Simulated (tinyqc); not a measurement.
Force balance against energy balance: elastic strain and critical thickness of a cubic alloy layer A(1-x)B(x) on a thick substrate. Computed by tinyqc, a small Python program. Command: `OMP_NUM_THREADS=1 python tinyqc.py 3004881 3004882 out.jsonl misfit walk`. One thread of a shared host (Intel(R) Xeon(R) Processor @ 2.30GHz), about 0.01 s of CPU time with the checks.

Strain is positive in tension. The layer is coherent with the substrate unless said otherwise.

Inputs (values chosen for the exercise, for a model alloy):
```
quantity                        value      unit
fraction x of B                  0.75         -
lattice constant a_A            5.869  angstrom
lattice constant a_B            5.451  angstrom
substrate lattice constant a_S  5.657  angstrom
```

Growth plane: (001). Layer: uncapped. Misfit dislocation: edge.

C11, C12, C44 of A (GPa): 98.82  58.62  40.51

C11, C12, C44 of B (GPa): 143.6  58.97  64.25

Method:
- a = (1 - x) a_A + x a_B, the same rule for each C_ij; misfit f = (a_S - a)/a, the in-plane strain of the coherent layer.
- Voigt averages: G = (C11 - C12 + 3 C44)/5, B = (C11 + 2 C12)/3, nu = (3 B - 2 G)/(2 (3 B + G)); b = a/sqrt(2). Edge dislocation with b in the interface: cos alpha = 0, cos lambda = 1.
- Matthews-Blakeslee: h_c = A [ln(h_c/b) + 1], A = b (1 - nu cos^2 alpha)/(8 pi |f| (1 + nu) cos lambda), the factor 8 pi being that of an uncapped layer.
- People-Bean: h_c = P ln(h_c/b), P = (1 - nu)/(1 + nu) b^2/(16 pi sqrt(2) a f^2). The misfit is scaled by 0.25, 0.4, 0.6, 1, 1.5, 2.2 at fixed a, b and nu; the upper root is taken, and rows with A < 1.3 b or P < 3 b, where the roots shrink to the core size or vanish, are left out.

misfit f = 0.0182702

prefactor A = 0.683632 nm

Poisson ratio nu = 0.251419

Burgers vector b = 0.392833 nm

free lattice constant a = 5.5555 angstrom

Critical thickness:
```
|f| (%)  Matthews-Blakeslee (nm)  People-Bean (nm)   ratio
0.4568                    12.109            862.00  71.184
0.7308                     6.507            288.87  44.395
1.0962                     3.692            109.52  29.662
1.8270                     1.675             30.47  18.190
```

What follows from these numbers?

The exponents d ln h_c/d ln f are -1.32 and -2.33 between the first rows, steeper than the -1 and -2 of the prefactors because of the logarithm. The ratio falls from 71.2 to 18.2 as the misfit grows. Where People-Bean lies above, a layer between the lines is metastable: dislocations would lower the energy but have to be nucleated.
